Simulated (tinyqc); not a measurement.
# Metal gate on a two-layer dielectric stack with fixed charge and a dipole: flat band against the thickness t2

Gate, layer 2, layer 1, p-type semiconductor; x runs from the gate inwards. Charges are counted in units of +q. psi is the band bending at the surface, positive towards inversion. Classical charge, Boltzmann statistics, no interface traps.

EOT = 3.9 (t1/e1 + t2/e2), Cox = eps0/(t1/e1 + t2/e2); phi_ms = pM - (chi + Eg - Vt ln(Nv/Na)). Vfb = phi_ms + Vd - (q/eps0) [Q1 (t1/e1 + t2/e2) + Q2 t2/e2 + r1 (t1^2/(2 e1) + t1 t2/e2) + r2 t2^2/(2 e2)]: each charge counts with its electrical distance from the gate. ni = sqrt(Nc Nv) exp(-Eg/(2 Vt)), Eg in volts, pB = Vt ln(Na/ni), Vth = Vfb + 2 pB + sqrt(4 q eps0 eps_r Na pB)/Cox.

Parameters, values chosen for the exercise; band and dielectric values close to those of In0.53Ga0.47As, layer 1 close to silicon dioxide, layer 2 close to hafnium oxide:

| symbol | value | unit | meaning |
|---|---|---|---|
| T | 300 | K | temperature |
| Eg | 0.748 | eV | band gap |
| eps_r | 14.1 |  | relative permittivity |
| Nc | 2.12e17 | cm^-3 | conduction-band density of states at T |
| Nv | 7.68e18 | cm^-3 | valence-band density of states at T |
| chi | 4.51 | eV | electron affinity |
| Na | 1.2e17 | cm^-3 | acceptor density |
| pM | 4.96 | eV | work function of the gate metal |
| t1 | 0.5 | nm | thickness of layer 1, next to the semiconductor |
| e1 | 3.78 |  | relative permittivity of layer 1 |
| e2 | 22.6 |  | relative permittivity of layer 2 |
| Q1 | 3.9e11 | cm^-2 | fixed charge at the semiconductor interface |
| Q2 | -1.5e11 | cm^-2 | fixed charge between the layers |
| r1 | 0 | cm^-3 | uniform charge density in layer 1 |
| r2 | 0 | cm^-3 | uniform charge density in layer 2 |
| Vd | 0 | V | flat-band shift by a dipole layer between the layers |

Constants: q = 1.602176634e-19 C, kB = 1.380649e-23 J/K, Vt = kB T/q, eps0 = 8.8541878128e-14 F/cm where lengths are in cm. Results are converted to the units shown.

Result of one run:

| t2 (nm) | EOT (nm) | Vfb (V) | Vth (V) |
|---|---|---|---|
| 2.4 | 0.9300 | -0.2044 | 0.4680 |

What becomes of these results when the thickness of layer 2, next to the gate t2 is changed from 2.4 to 3.1 nm, all else the same?

Result of the changed run:

| t2 (nm) | EOT (nm) | Vfb (V) | Vth (V) |
|---|---|---|---|
| 3.1 | 1.051 | -0.2058 | 0.4727 |

The whole series:

| t2 (nm) | EOT (nm) | Vfb (V) | Vth (V) |
|---|---|---|---|
| 1 | 0.6884 | -0.2017 | 0.4586 |
| 1.7 | 0.8092 | -0.2031 | 0.4633 |
| 2.4 | 0.9300 | -0.2044 | 0.4680 |
| 3.1 | 1.051 | -0.2058 | 0.4727 |
| 3.9 | 1.189 | -0.2073 | 0.4781 |
| 4.6 | 1.310 | -0.2087 | 0.4828 |
| 5.3 | 1.430 | -0.2100 | 0.4876 |
| 6 | 1.551 | -0.2113 | 0.4923 |

Vfb falls from -0.202 to -0.211 V and Vth rises from 0.459 to 0.492 V. The slope dVfb/dEOT is -11.1 mV/nm between the first two rows and -11.1 between the last two: a straight line, set by the charge below the growing layer, which reads as 2.40e11 cm^-2. A line through the end rows meets EOT = 0 at -0.194 V, against phi_ms + Vd = -0.190 V; an effective work function read from it is off by -3.59 mV from pM.

tinyqc, about 0.01 s, one thread, Intel Xeon 2.30GHz (shared host): `OMP_NUM_THREADS=1 python tinyqc.py 2010115 2010116 out.jsonl`
